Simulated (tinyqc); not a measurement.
Inside a calculation. Method: Pariser-Parr-Pople SCF with singles CI, for the molecule O=c1cccccc1 (SMILES; centres numbered as the heavy atoms are written). Computed by tinyqc, a small Python program that keeps every step. Settings: charge = 0, gamma = Ohno, start = huckel, damping = 0, iteration cap = 57, excitations kept = 6. Command: `OMP_NUM_THREADS=1 python tinyqc.py 26215 26216 out.jsonl` (the two numbers bound the seeds that draw the settings). One thread of a shared host (Intel(R) Xeon(R) Processor @ 2.60GHz), about 0.01 s of CPU time with the checks. Later iterations appear only in the table of the cycle.

## PPP integrals

Centres (angstrom, eV; a flat drawing with bonds scaled to 1.40 angstrom):
```
centre        x        y  core charge z        W  gamma_rr
1O       2.6370   0.0000              1  17.7000   15.2000
2C       1.2370   0.0000              1  11.1600   11.1300
3C       0.6290   1.2610              1  11.1600   11.1300
4C      -0.7360   1.5730              1  11.1600   11.1300
5C      -1.8300   0.7000              1  11.1600   11.1300
6C      -1.8300  -0.7000              1  11.1600   11.1300
7C      -0.7360  -1.5730              1  11.1600   11.1300
8C       0.6290  -1.2610              1  11.1600   11.1300
```

Resonance integrals (eV):
```
i  j     beta
1  2  -2.3500
2  3  -2.2400
3  4  -2.2400
4  5  -2.2400
5  6  -2.2400
6  7  -2.2400
7  8  -2.2400
8  2  -2.2400
```

Ohno: gamma = 14.399645/sqrt(R^2 + a^2), a = 2 x 14.399645/(gamma_rr + gamma_ss); H_rr = -W_r - sum_(s != r) z_s gamma_rs; H_rs = beta for bonds.

repulsion gamma_rs (eV):
```
         1O       2C       3C       4C       5C       6C       7C       8C
1O  15.2000   8.1051   5.5145   3.7121   3.0954   3.0954   3.7121   5.5145
2C   8.1051  11.1300   7.5541   5.0781   4.2333   4.2333   5.0781   7.5541
3C   5.5145   7.5541  11.1300   7.5533   5.0799   4.2341   4.2336   5.0802
4C   3.7121   5.0781   7.5533  11.1300   7.5549   5.0792   4.2331   4.2336
5C   3.0954   4.2333   5.0799   7.5549  11.1300   7.5539   5.0792   4.2341
6C   3.0954   4.2333   4.2341   5.0792   7.5539  11.1300   7.5549   5.0799
7C   3.7121   5.0781   4.2336   4.2331   5.0792   7.5549  11.1300   7.5533
8C   5.5145   7.5541   5.0802   4.2336   4.2341   5.0799   7.5533  11.1300
```

core matrix H (eV):
```
          1O        2C        3C        4C        5C        6C        7C        8C
1O  -50.4490   -2.3500    0.0000    0.0000    0.0000    0.0000    0.0000    0.0000
2C   -2.3500  -52.9960   -2.2400    0.0000    0.0000    0.0000    0.0000   -2.2400
3C    0.0000   -2.2400  -50.4096   -2.2400    0.0000    0.0000    0.0000    0.0000
4C    0.0000    0.0000   -2.2400  -48.6044   -2.2400    0.0000    0.0000    0.0000
5C    0.0000    0.0000    0.0000   -2.2400  -47.9907   -2.2400    0.0000    0.0000
6C    0.0000    0.0000    0.0000    0.0000   -2.2400  -47.9907   -2.2400    0.0000
7C    0.0000    0.0000    0.0000    0.0000    0.0000   -2.2400  -48.6044   -2.2400
8C    0.0000   -2.2400    0.0000    0.0000    0.0000    0.0000   -2.2400  -50.4096
```

## Starting guess

pi electrons, sum of z_r less the charge = 8

Orbitals of the Hueckel matrix of the beta values.

P at the start:
```
         1O       2C       3C       4C       5C       6C       7C       8C
1O   1.2930   0.7675  -0.1650  -0.3042   0.2067   0.2067  -0.3042  -0.1650
2C   0.7675   0.9785   0.4416   0.0398  -0.0929  -0.0929   0.0398   0.4416
3C  -0.1650   0.4416   0.9450   0.7695   0.0588  -0.3289  -0.1016   0.2464
4C  -0.3042   0.0398   0.7695   0.9640   0.5335   0.0501  -0.1223  -0.1016
5C   0.2067  -0.0929   0.0588   0.5335   0.9553   0.7402   0.0501  -0.3289
6C   0.2067  -0.0929  -0.3289   0.0501   0.7402   0.9553   0.5335   0.0588
7C  -0.3042   0.0398  -0.1016  -0.1223   0.0501   0.5335   0.9640   0.7695
8C  -0.1650   0.4416   0.2464  -0.1016  -0.3289   0.0588   0.7695   0.9450
```

## Iteration 1: Fock matrix

F_rr = H_rr + P_rr gamma_rr / 2 + sum_(s != r) P_ss gamma_rs; F_rs = H_rs - P_rs gamma_rs / 2; E = tr P (H + F) / 2 + core repulsion sum_(r<s) z_r z_s gamma_rs.

F (eV):
```
         1O       2C       3C       4C       5C       6C       7C       8C
1O  -9.1987  -5.4604   0.4550   0.5647  -0.3200  -0.3200   0.5647   0.4550
2C  -5.4604  -4.9155  -3.9079  -0.1010   0.1967   0.1967  -0.1010  -3.9079
3C   0.4550  -3.9079  -5.5684  -5.1460  -0.1494   0.6962   0.2152  -0.6258
4C   0.5647  -0.1010  -5.1460  -6.1829  -4.2555  -0.1273   0.2588   0.2152
5C  -0.3200   0.1967  -0.1494  -4.2555  -6.3330  -5.0355  -0.1273   0.6962
6C  -0.3200   0.1967   0.6962  -0.1273  -5.0355  -6.3330  -4.2555  -0.1494
7C   0.5647  -0.1010   0.2152   0.2588  -0.1273  -4.2555  -6.1829  -5.1460
8C   0.4550  -3.9079  -0.6258   0.2152   0.6962  -0.1494  -5.1460  -5.5684
```

pi energy = -110.1810 eV

## Iteration 1: orbitals and new P

Diagonalise F (the basis is taken as orthonormal) and form P = 2 sum c c over the lowest orbitals.

orbital energies (eV): -15.0526  -13.5004  -12.3628  -10.1276  -2.1239  -1.7586  1.8048  2.8380

P after iteration 1:
```
         1O       2C       3C       4C       5C       6C       7C       8C
1O   1.4957   0.7344  -0.1442  -0.2478   0.1591   0.1591  -0.2478  -0.1442
2C   0.7344   0.8016   0.4273   0.1121  -0.1245  -0.1245   0.1121   0.4273
3C  -0.1442   0.4273   0.9265   0.7817   0.0520  -0.3222  -0.0844   0.2581
4C  -0.2478   0.1121   0.7817   0.9593   0.5272   0.0424  -0.1628  -0.0844
5C   0.1591  -0.1245   0.0520   0.5272   0.9656   0.7561   0.0424  -0.3222
6C   0.1591  -0.1245  -0.3222   0.0424   0.7561   0.9656   0.5272   0.0520
7C  -0.2478   0.1121  -0.0844  -0.1628   0.0424   0.5272   0.9593   0.7817
8C  -0.1442   0.4273   0.2581  -0.0844  -0.3222   0.0520   0.7817   0.9265
```

## Iteration 2: Fock matrix

As before.

F (eV):
```
         1O       2C       3C       4C       5C       6C       7C       8C
1O  -9.2670  -5.3263   0.3975   0.4598  -0.2462  -0.2462   0.4598   0.3975
2C  -5.3263  -4.4972  -3.8539  -0.2845   0.2636   0.2636  -0.2845  -3.8539
3C   0.3975  -3.8539  -5.9432  -5.1920  -0.1320   0.6822   0.1786  -0.6556
4C   0.4598  -0.2845  -5.1920  -6.4628  -4.2317  -0.1077   0.3447   0.1786
5C  -0.2462   0.2636  -0.1320  -4.2317  -6.5510  -5.0958  -0.1077   0.6822
6C  -0.2462   0.2636   0.6822  -0.1077  -5.0958  -6.5510  -4.2317  -0.1320
7C   0.4598  -0.2845   0.1786   0.3447  -0.1077  -4.2317  -6.4628  -5.1920
8C   0.3975  -3.8539  -0.6556   0.1786   0.6822  -0.1320  -5.1920  -5.9432
```

pi energy = -110.6869 eV

## Iteration 2: orbitals and new P

As before.

orbital energies (eV): -15.2634  -13.4779  -12.6947  -10.2503  -2.4182  -1.7660  1.5626  2.6297

P after iteration 2:
```
         1O       2C       3C       4C       5C       6C       7C       8C
1O   1.5369   0.7280  -0.1355  -0.2283   0.1429   0.1429  -0.2283  -0.1355
2C   0.7280   0.7453   0.4135   0.1257  -0.1257  -0.1257   0.1257   0.4135
3C  -0.1355   0.4135   0.9320   0.7914   0.0462  -0.3215  -0.0785   0.2609
4C  -0.2283   0.1257   0.7914   0.9587   0.5175   0.0409  -0.1687  -0.0785
5C   0.1429  -0.1257   0.0462   0.5175   0.9682   0.7666   0.0409  -0.3215
6C   0.1429  -0.1257  -0.3215   0.0409   0.7666   0.9682   0.5175   0.0462
7C  -0.2283   0.1257  -0.0785  -0.1687   0.0409   0.5175   0.9587   0.7914
8C  -0.1355   0.4135   0.2609  -0.0785  -0.3215   0.0462   0.7914   0.9320
```

## Convergence

Stop when output and input P, before any damping, agree to 1e-7.

Course of the cycle:
```
iteration       E (eV)  largest |P(out) - P(in)|
1          -110.181000                  2.03e-01
2          -110.686926                  5.63e-02
3          -110.733854                  2.08e-02
4          -110.742622                  8.76e-03
5          -110.745254                  4.12e-03
6          -110.746259                  2.71e-03
7          -110.746683                  1.86e-03
8          -110.746868                  1.26e-03
9          -110.746950                  8.54e-04
10         -110.746987                  5.76e-04
11         -110.747003                  3.87e-04
...                ...                       ...
22         -110.747016                  4.65e-06
23         -110.747016                  3.11e-06
24         -110.747016                  2.08e-06
25         -110.747016                  1.39e-06
26         -110.747016                  9.28e-07
27         -110.747016                  6.20e-07
28         -110.747016                  4.15e-07
29         -110.747016                  2.77e-07
30         -110.747016                  1.85e-07
31         -110.747016                  1.24e-07
32         -110.747016                  8.28e-08
```

Converged in 32 iterations.

## Converged orbitals

Charges are z - P_rr.

orbital energies (eV): -15.3110  -13.4823  -12.7855  -10.3698  -2.4657  -1.7649  1.5058  2.5238

coefficients:
```
       MO1      MO2      MO3      MO4      MO5      MO6      MO7      MO8
1O  0.2652   0.5696   0.0000   0.6160   0.0000   0.3674   0.0000  -0.3014
2C  0.3672   0.4673   0.0000   0.0058   0.0000  -0.4553   0.0000   0.6629
3C  0.3470   0.1547   0.4201  -0.3939   0.5016  -0.1697   0.2682  -0.4143
4C  0.3684  -0.1470   0.5273  -0.1997  -0.2184   0.4946  -0.4174   0.2410
5C  0.3759  -0.4279   0.2133   0.3394  -0.4480  -0.2354   0.5038  -0.0712
6C  0.3759  -0.4279  -0.2133   0.3394   0.4480  -0.2354  -0.5038  -0.0712
7C  0.3684  -0.1470  -0.5273  -0.1997   0.2184   0.4946   0.4174   0.2410
8C  0.3470   0.1547  -0.4201  -0.3939  -0.5016  -0.1697  -0.2682  -0.4143
```

pi charges: 1O -0.5483, 2C 0.2936, 3C 0.0480, 4C 0.0494, 5C 0.0300, 6C 0.0300, 7C 0.0494, 8C 0.0480

## Singles CI, singlets

Over the 6 single excitations with the smallest orbital gaps: A = (e_a - e_i) delta + 2 (ia|jb) - (ij|ab), with (pq|rs) = sum c_mp c_mq gamma_mn c_nr c_ns. f = 2/3 w |mu|^2 in atomic units, mu = sqrt2 sum c_ia sum_m c_mi c_ma R_m.

singlet CI matrix (eV):
```
         4>5     4>6      3>5      2>5      3>6      2>6
4>5   3.3558  0.0000   0.0000  -0.1003  -0.7325   0.0000
4>6   0.0000  4.7580   0.8796   0.0000   0.0000   0.2253
3>5   0.0000  0.8796   5.6462   0.0000   0.0000  -0.6494
2>5  -0.1003  0.0000   0.0000   6.2472   0.6076   0.0000
3>6  -0.7325  0.0000   0.0000   0.6076   6.0977   0.0000
2>6   0.0000  0.2253  -0.6494   0.0000   0.0000   6.9008
```

singlet excitation energies (eV): 3.1715  4.1118  5.6507  6.0075  6.8785  7.1858

oscillator strengths: 0.1004  0.1649  0.0071  1.5353  0.9461  0.2131

## Singles CI, triplets

Over the 6 single excitations with the smallest orbital gaps: A = (e_a - e_i) delta - (ij|ab), with (pq|rs) = sum c_mp c_mq gamma_mn c_nr c_ns.

triplet CI matrix (eV):
```
         4>5      4>6      3>5      2>5      3>6      2>6
4>5   2.1847   0.0000   0.0000   0.8218  -0.4265   0.0000
4>6   0.0000   2.5140  -0.4265   0.0000   0.0000  -0.1647
3>5   0.0000  -0.4265   3.9463   0.0000   0.0000  -0.0101
2>5   0.8218   0.0000   0.0000   5.2589  -0.0101   0.0000
3>6  -0.4265   0.0000   0.0000  -0.0101   4.7906   0.0000
2>6   0.0000  -0.1647  -0.0101   0.0000   0.0000   5.5670
```

triplet excitation energies (eV): 1.9198  2.3884  4.0630  4.8297  5.4848  5.5759
